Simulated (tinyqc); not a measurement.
Inside a calculation. Method: Hueckel theory of the pi electrons with the omega technique, for the molecule C=C1C(F)=CC=C1F (SMILES; centres numbered as the heavy atoms are written). One step of it, computed by the program tinyqc.

Question. Omega technique, round 1. h_r = h_r(0) + omega q_r, omega = 1.4, with q_r = z_r - P_rr.

Hueckel matrix in units of beta (H = alpha + beta A):
```
,1C,2C,3C,4F,5C,6C,7C,8F
1C,0.000000,1.000000,0.000000,0.000000,0.000000,0.000000,0.000000,0.000000
2C,1.000000,0.000000,1.000000,0.000000,0.000000,0.000000,1.000000,0.000000
3C,0.000000,1.000000,0.000000,0.680000,1.000000,0.000000,0.000000,0.000000
4F,0.000000,0.000000,0.680000,2.690000,0.000000,0.000000,0.000000,0.000000
5C,0.000000,0.000000,1.000000,0.000000,0.000000,1.000000,0.000000,0.000000
6C,0.000000,0.000000,0.000000,0.000000,1.000000,0.000000,1.000000,0.000000
7C,0.000000,1.000000,0.000000,0.000000,0.000000,1.000000,0.000000,0.680000
8F,0.000000,0.000000,0.000000,0.000000,0.000000,0.000000,0.680000,2.690000
```

charge and bond-order matrix P:
```
,1C,2C,3C,4F,5C,6C,7C,8F
1C,0.638870,0.775368,0.207931,-0.071972,-0.292881,-0.292881,0.207931,-0.071972
2C,0.775368,1.054732,0.433546,-0.052212,-0.084950,-0.084950,0.433546,-0.052212
3C,0.207931,0.433546,1.069244,0.159236,0.773963,-0.132486,-0.342897,0.067098
4F,-0.071972,-0.052212,0.159236,1.971721,-0.133128,0.008944,0.067098,-0.013838
5C,-0.292881,-0.084950,0.773963,-0.133128,1.112235,0.509934,-0.132486,0.008944
6C,-0.292881,-0.084950,-0.132486,0.008944,0.509934,1.112235,0.773963,-0.133128
7C,0.207931,0.433546,-0.342897,0.067098,-0.132486,0.773963,1.069244,0.159236
8F,-0.071972,-0.052212,0.067098,-0.013838,0.008944,-0.133128,0.159236,1.971721
```

Centres:
```
centre,"z_r, pi electrons of the neutral centre",h
1C,1,0.000000
2C,1,0.000000
3C,1,0.000000
4F,2,2.690000
5C,1,0.000000
6C,1,0.000000
7C,1,0.000000
8F,2,2.690000
```

Give: matrix after round 1.

Answer.

matrix after round 1:
```
,1C,2C,3C,4F,5C,6C,7C,8F
1C,0.5056,1.0000,0.0000,0.0000,0.0000,0.0000,0.0000,0.0000
2C,1.0000,-0.0766,1.0000,0.0000,0.0000,0.0000,1.0000,0.0000
3C,0.0000,1.0000,-0.0969,0.6800,1.0000,0.0000,0.0000,0.0000
4F,0.0000,0.0000,0.6800,2.7296,0.0000,0.0000,0.0000,0.0000
5C,0.0000,0.0000,1.0000,0.0000,-0.1571,1.0000,0.0000,0.0000
6C,0.0000,0.0000,0.0000,0.0000,1.0000,-0.1571,1.0000,0.0000
7C,0.0000,1.0000,0.0000,0.0000,0.0000,1.0000,-0.0969,0.6800
8F,0.0000,0.0000,0.0000,0.0000,0.0000,0.0000,0.6800,2.7296
```
